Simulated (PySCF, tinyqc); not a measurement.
Worked calculation: G0W0 on RHF in the sto-3g basis, for BeH+, spin multiplicity 1. The lowest restricted solution is unstable here: a spin-polarised one lies 0.0191 hartree lower (PySCF). Computed by tinyqc, a small Python program that keeps every step (integrals from PySCF). Settings: charge = 1, multiplicity = 1, basis = sto-3g, method = RHF, energy threshold = 1e-10, iteration cap = 67, orthogonalisation = canonical, start = core, DIIS depth = 6. Command: `OMP_NUM_THREADS=1 python tinyqc.py 21817 21818 out.jsonl` (the two numbers bound the seeds that draw the settings). One thread of a shared host (Intel(R) Xeon(R) Processor @ 2.60GHz), about 0.07 s of CPU time with the checks. The early iterations of the SCF are left out here.

## One-electron integrals

Geometry (angstrom):
```
atom         x         y         z
Be    0.000000  0.000000  0.000000
H     0.000000  0.000000  1.974000
```

Basis sto-3g: exponents (1/bohr^2) and contraction coefficients of normalised primitives:
```
element  l (shell)   exponent  coefficient
Be           s (1)  30.167871     0.154329
Be           s (1)   5.495115     0.535328
Be           s (1)   1.487193     0.444635
Be           s (2)   1.314833    -0.099967
Be           s (2)   0.305539     0.399513
Be           s (2)   0.099371     0.700115
Be           p (3)   1.314833     0.155916
Be           p (3)   0.305539     0.607684
Be           p (3)   0.099371     0.391957
H            s (1)   3.425251     0.154329
H            s (1)   0.623914     0.535328
H            s (1)   0.168855     0.444635
```

Overlap, kinetic and nuclear-attraction integrals over the contracted functions; the nuclear repulsion is the sum of Za Zb / Rab.

nuclear repulsion = 1.07229425 hartree

overlap S, lower triangle:
```
           1Be 1s    1Be 2s   1Be 2px   1Be 2py   1Be 2pz     2H 1s
1Be 1s   1.000000
1Be 2s   0.259517  1.000000
1Be 2px  0.000000  0.000000  1.000000
1Be 2py  0.000000  0.000000  0.000000  1.000000
1Be 2pz  0.000000  0.000000  0.000000  0.000000  1.000000
2H 1s    0.017012  0.239500  0.000000  0.000000  0.320027  1.000000
```

kinetic energy T (hartree), lower triangle:
```
            1Be 1s    1Be 2s   1Be 2px   1Be 2py   1Be 2pz     2H 1s
1Be 1s    6.693975
1Be 2s   -0.033012  0.211111
1Be 2px   0.000000  0.000000  0.660592
1Be 2py   0.000000  0.000000  0.000000  0.660592
1Be 2pz   0.000000  0.000000  0.000000  0.000000  0.660592
2H 1s    -0.005701  0.007296  0.000000  0.000000  0.046265  0.760032
```

nuclear attraction V (hartree), lower triangle:
```
             1Be 1s     1Be 2s    1Be 2px    1Be 2py    1Be 2pz      2H 1s
1Be 1s   -14.829166
1Be 2s    -1.968815  -2.578791
1Be 2px    0.000000   0.000000  -2.541175
1Be 2py    0.000000   0.000000   0.000000  -2.541175
1Be 2pz   -0.008294  -0.085443   0.000000   0.000000  -2.597822
2H 1s     -0.127951  -0.526929   0.000000   0.000000  -0.685470  -2.298447
```

core Hamiltonian H = T + V (hartree), lower triangle:
```
            1Be 1s     1Be 2s    1Be 2px    1Be 2py    1Be 2pz      2H 1s
1Be 1s   -8.135191
1Be 2s   -2.001828  -2.367680
1Be 2px   0.000000   0.000000  -1.880583
1Be 2py   0.000000   0.000000   0.000000  -1.880583
1Be 2pz  -0.008294  -0.085443   0.000000   0.000000  -1.937230
2H 1s    -0.133652  -0.519633   0.000000   0.000000  -0.639205  -1.538415
```

## Two-electron integrals

Functions are numbered as in S; the eight-fold symmetry (ij|kl) = (ji|kl) = (kl|ij) leaves the list below.

Two-electron integrals (ij|kl) in chemists' order, unique and non-zero (hartree):
```
(11|11) 2.298831   (21|11) 0.392036   (21|21) 0.079539   (22|11) 0.570988
(22|21) 0.143041   (22|22) 0.417683   (31|31) 0.014607   (32|31) 0.021888
(32|32) 0.092265   (33|11) 0.569578   (33|21) 0.143083   (33|22) 0.417589
(33|33) 0.449859   (41|41) 0.014607   (42|41) 0.021888   (42|42) 0.092265
(43|43) 0.024249   (44|11) 0.569578   (44|21) 0.143083   (44|22) 0.417589
(44|33) 0.401360   (44|44) 0.449859   (51|51) 0.014607   (52|51) 0.021888
(52|52) 0.092265   (53|53) 0.024249   (54|54) 0.024249   (55|11) 0.569578
(55|21) 0.143083   (55|22) 0.417589   (55|33) 0.401360   (55|44) 0.401360
(55|55) 0.449859   (61|11) 0.025257   (61|21) 0.005128   (61|22) 0.009325
(61|33) 0.009265   (61|44) 0.009265   (61|51) 0.000481   (61|52) 0.000905
(61|55) 0.009450   (61|61) 0.000348   (62|11) 0.092554   (62|21) 0.023692
(62|22) 0.079881   (62|33) 0.076546   (62|44) 0.076546   (62|51) 0.003002
(62|52) 0.021389   (62|55) 0.086465   (62|61) 0.001699   (62|62) 0.027753
(63|31) 0.001700   (63|32) 0.008927   (63|53) 0.003310   (63|63) 0.001905
(64|41) 0.001700   (64|42) 0.008927   (64|54) 0.003310   (64|64) 0.001905
(65|11) 0.112822   (65|21) 0.029124   (65|22) 0.102001   (65|33) 0.096256
(65|44) 0.096256   (65|51) 0.004674   (65|52) 0.032602   (65|55) 0.113376
(65|61) 0.002141   (65|62) 0.039317   (65|65) 0.056474   (66|11) 0.267925
(66|21) 0.069503   (66|22) 0.262168   (66|33) 0.245894   (66|44) 0.245894
(66|51) 0.008221   (66|52) 0.080049   (66|55) 0.294292   (66|61) 0.004986
(66|62) 0.126455   (66|65) 0.186752   (66|66) 0.774606
```

## Orthogonalisation

S = U s U^T; canonical form X = U s^(-1/2), so that X^T S X = 1. Each column of U has its largest component positive (the first on a tie).

eigenvalues of S: 0.569566  0.803094  1.000000  1.000000  1.183268  1.444072

X:
```
                 1          2          3         4          5         6
1Be 1s    0.392089   0.722050   0.000000  0.000000   0.566745  0.280568
1Be 2s   -0.705592  -0.524847   0.000000  0.000000   0.419445  0.445833
1Be 2px   0.000000   0.000000  -0.648935  0.760844   0.000000  0.000000
1Be 2py   0.000000   0.000000   0.760844  0.648935   0.000000  0.000000
1Be 2pz  -0.626951   0.570297   0.000000  0.000000  -0.511905  0.376641
2H 1s     0.843244  -0.350892   0.000000  0.000000  -0.293149  0.522630
```

Within a degenerate level the vectors are fixed only up to a rotation; this is one choice.

## Iteration 8 (converged): orbitals

converged F (hartree), lower triangle:
```
            1Be 1s     1Be 2s    1Be 2px    1Be 2py    1Be 2pz      2H 1s
1Be 1s   -4.975938
1Be 2s   -1.397541  -0.838672
1Be 2px   0.000000   0.000000  -0.116709
1Be 2py   0.000000   0.000000   0.000000  -0.116709
1Be 2pz   0.015430  -0.083261   0.000000   0.000000  -0.201740
2H 1s    -0.092405  -0.319668   0.000000   0.000000  -0.278940  -0.383984
```

Diagonalise F' = X^T F X, C = X C', fill 2 alpha and 2 beta electrons from the bottom; D = 2 C_occ C_occ^T. Each column has its largest component positive (the first on a tie).

F' = X^T F X (hartree), lower triangle:
```
           1          2          3          4          5          6
1  -0.228593
2  -0.708110  -1.775643
3   0.000000   0.000000  -0.116709
4   0.000000   0.000000   0.000000  -0.116709
5  -0.658659  -1.850446   0.000000   0.000000  -2.443727
6  -0.368104  -0.961209   0.000000   0.000000  -1.303638  -1.352111
```

orbital energies (hartree): MO1 -4.978692, MO2 -0.624019, MO3 -0.249525, MO4 -0.116709, MO5 -0.116709, MO6 0.052162

coefficients C:
```
               MO1        MO2        MO3       MO4        MO5        MO6
1Be 1s    0.993042  -0.205944  -0.197103  0.000000   0.000000  -0.087256
1Be 2s    0.025822   0.695139   0.722346  0.000000   0.000000   0.377304
1Be 2px   0.000000   0.000000   0.000000  0.303560   0.952812   0.000000
1Be 2py   0.000000   0.000000   0.000000  0.952812  -0.303560   0.000000
1Be 2pz  -0.002026   0.238702  -0.551924  0.000000   0.000000   0.872129
2H 1s    -0.002659   0.501569  -0.449849  0.000000   0.000000  -0.859838
```

D after iteration 8, lower triangle:
```
            1Be 1s    1Be 2s   1Be 2px   1Be 2py   1Be 2pz     2H 1s
1Be 1s    2.057090
1Be 2s   -0.235035  0.967770
1Be 2px   0.000000  0.000000  0.000000
1Be 2py   0.000000  0.000000  0.000000  0.000000
1Be 2pz  -0.102342  0.331757  0.000000  0.000000  0.113965
2H 1s    -0.211871  0.697182  0.000000  0.000000  0.239461  0.503156
```

Within a degenerate level the vectors are fixed only up to a rotation; this is one choice.

## Convergence

Stop when the energy changes by less than 1e-10 hartree and every element of the error matrix X^T (F D S - S D F) X is below 3e-06.

Course of the cycle:
```
iteration   E (hartree)     change  largest element of the error matrix
1          -14.33585118          -                             3.01e-01
2          -14.57970491  -2.44e-01                             4.86e-02
3          -14.58423669  -4.53e-03                             1.15e-02
4          -14.58489092  -6.54e-04                             3.77e-03
5          -14.58495583  -6.49e-05                             2.12e-04
6          -14.58495604  -2.03e-07                             2.76e-05
7          -14.58495604  -4.28e-09                             1.60e-07
8          -14.58495604  -1.78e-14                             3.25e-08
```

PySCF RHF in the same basis = -14.58495604 hartree

Converged in 8 iterations.

## Integrals over molecular orbitals

(pq|rs) = sum C_ip C_jq C_kr C_ls (ij|kl), one index at a time.

one-electron integrals over orbitals h = C^T H C (hartree), lower triangle:
```
           1          2          3          4          5          6
1  -8.125821
2   0.179272  -1.928719
3   0.189414  -0.106559  -1.819954
4   0.000000   0.000000   0.000000  -1.880583
5   0.000000   0.000000   0.000000   0.000000  -1.880583
6   0.053684  -0.241845   0.122733   0.000000   0.000000  -1.657244
```

Two-electron integrals over orbitals (pq|rs), unique and non-zero (hartree):
```
(11|11) 2.275856    (21|11) -0.177136   (21|21) 0.022693    (22|11) 0.446983
(22|21) -0.002136   (22|22) 0.433428    (31|11) -0.169973   (31|21) 0.018545
(31|22) -0.012608   (31|31) 0.025009    (32|11) 0.093394    (32|21) -0.005776
(32|22) -0.061684   (32|31) 0.001280    (32|32) 0.077110    (33|11) 0.503361
(33|21) -0.009914   (33|22) 0.332913    (33|31) 0.001480    (33|32) 0.025543
(33|33) 0.407698    (41|41) 0.015578    (42|41) 0.014589    (42|42) 0.047464
(43|41) 0.013609    (43|42) 0.036203    (43|43) 0.046393    (44|11) 0.569241
(44|21) -0.006191   (44|22) 0.344217    (44|31) -0.005985   (44|32) 0.050314
(44|33) 0.370991    (44|44) 0.449859    (51|51) 0.015578    (52|51) 0.014589
(52|52) 0.047464    (53|51) 0.013609    (53|52) 0.036203    (53|53) 0.046393
(54|54) 0.024249    (55|11) 0.569241    (55|21) -0.006191   (55|22) 0.344217
(55|31) -0.005985   (55|32) 0.050314    (55|33) 0.370991    (55|44) 0.401360
(55|55) 0.449859    (61|11) -0.071259   (61|21) 0.012237    (61|22) 0.008351
(61|31) 0.001095    (61|32) -0.008086   (61|33) -0.013403   (61|44) -0.001885
(61|55) -0.001885   (61|61) 0.014665    (62|11) 0.131376    (62|21) -0.000873
(62|22) -0.008670   (62|31) -0.008651   (62|32) 0.058764    (62|33) -0.004488
(62|44) 0.069790    (62|55) 0.069790    (62|61) 0.006499    (62|62) 0.112166
(63|11) -0.087888   (63|21) 0.003423    (63|22) 0.056451    (63|31) -0.004827
(63|32) -0.074784   (63|33) -0.041145   (63|44) -0.044820   (63|55) -0.044820
(63|61) 0.008507    (63|62) -0.062705   (63|63) 0.092019    (64|41) 0.006086
(64|42) 0.023009    (64|43) 0.005022    (64|64) 0.021156    (65|51) 0.006086
(65|52) 0.023009    (65|53) 0.005022    (65|65) 0.021156    (66|11) 0.478475
(66|21) -0.002504   (66|22) 0.439644    (66|31) -0.011184   (66|32) -0.064447
(66|33) 0.362629    (66|44) 0.348797    (66|55) 0.348797    (66|61) 0.006886
(66|62) -0.029009   (66|63) 0.055930    (66|66) 0.472150
```

## Screening: direct RPA

With D = e_a - e_i and K = (ia|jb): diagonalise D^(1/2) (D + 4K) D^(1/2) = Z w^2 Z^T; X + Y = D^(1/2) Z w^(-1/2), each column of Z with its largest component positive (the first on a tie); E_c = (sum w - tr (D + 2K)) / 2.

D^(1/2) (D + 4K) D^(1/2) (hartree^2), lower triangle:
```
           1>3        1>4        1>5        1>6       2>3       2>4       2>5       2>6
1>3  22.838108
1>4   0.000000  23.941838
1>5   0.000000   0.000000  23.941838
1>6   0.021365   0.000000   0.000000  25.604612
2>3   0.006814   0.000000   0.000000  -0.044396  0.255754
2>4   0.000000   0.091650   0.000000   0.000000  0.000000  0.353678
2>5   0.000000   0.000000   0.091650   0.000000  0.000000  0.000000  0.353678
2>6  -0.061877   0.000000   0.000000   0.047946  0.118283  0.000000  0.000000  0.760599
```

excitation energies w (hartree): 0.478835  0.594409  0.594409  0.886975  4.778925  4.893076  4.893076  5.060133

X + Y:
```
             1          2          3          4          5         6          7          8
1>3  -0.002802   0.000000   0.000000   0.006172   0.994747  0.000000   0.000000   0.007419
1>4   0.000000  -0.003204  -0.010640   0.000000   0.000000  0.959763  -0.269230   0.000000
1>5   0.000000  -0.010640   0.003204   0.000000   0.000000  0.269230   0.959763   0.000000
1>6   0.006870   0.000000   0.000000  -0.003569  -0.007868  0.000000   0.000000   0.997070
2>3   0.863170   0.000000   0.000000   0.141385   0.000085  0.000000   0.000000  -0.000473
2>4   0.000000   0.266372   0.884591   0.000000   0.000000  0.001205  -0.000338   0.000000
2>5   0.000000   0.884591  -0.266372   0.000000   0.000000  0.000338   0.001205   0.000000
2>6  -0.258563   0.000000   0.000000   0.852200  -0.001060  0.000000   0.000000   0.000695
```

RPA correlation energy = -0.03975517 hartree

Within a degenerate level the vectors are fixed only up to a rotation; this is one choice.

## G0W0 on Hartree-Fock: HOMO

W(p,q,m) = sqrt2 sum_ia (pq|ia) (X+Y)_ia,m; Sigma_c(x) = sum_(i,m) W^2/(x - e_i + w_m) + sum_(a,m) W^2/(x - e_a - w_m); solve x = e_p + Sigma_c(x) by Newton steps; Z = 1/(1 - dSigma/dx); 1 hartree = 27.211386 eV.

The 12 largest terms at x = e_p (hartree; W for the signs of X + Y given):
```
q  m          W       term
6  4   0.146823  -0.013791
2  1  -0.071997   0.010825
3  1   0.072557  -0.006169
3  4   0.086292  -0.005903
4  3   0.059158  -0.003177
5  2   0.059158  -0.003177
6  1   0.030816  -0.000822
2  4  -0.022934   0.000593
5  3  -0.017814  -0.000288
4  2   0.017814  -0.000288
1  5   0.025953   0.000074
4  6   0.019883  -0.000073
```

Newton steps (hartree):
```
step          x  Sigma_c(x)         Z
0     -0.624019   -0.022211  0.951399
1     -0.645150   -0.021120  0.950335
2     -0.645139   -0.021121  0.950336
```

quasiparticle energy of the HOMO = -17.555131 eV

Hartree-Fock value = -16.980410 eV

## G0W0 on Hartree-Fock: LUMO

As before.

The 12 largest terms at x = e_p (hartree; W for the signs of X + Y given):
```
q  m          W       term
6  4  -0.090610  -0.006907
2  1   0.072557   0.006169
6  1  -0.068259  -0.005969
2  4   0.086292   0.005903
4  3   0.045085  -0.002795
5  2   0.045085  -0.002795
3  1   0.032686  -0.002231
4  2   0.013576  -0.000253
5  3  -0.013576  -0.000253
1  5   0.035183   0.000130
3  8  -0.018906  -0.000071
4  6   0.018533  -0.000068
```

Newton steps (hartree):
```
step          x  Sigma_c(x)         Z
0     -0.249525   -0.009211  0.962942
1     -0.258394   -0.008871  0.963319
2     -0.258396   -0.008871  0.963319
```

quasiparticle energy of the LUMO = -7.031307 eV

Hartree-Fock value = -6.789916 eV
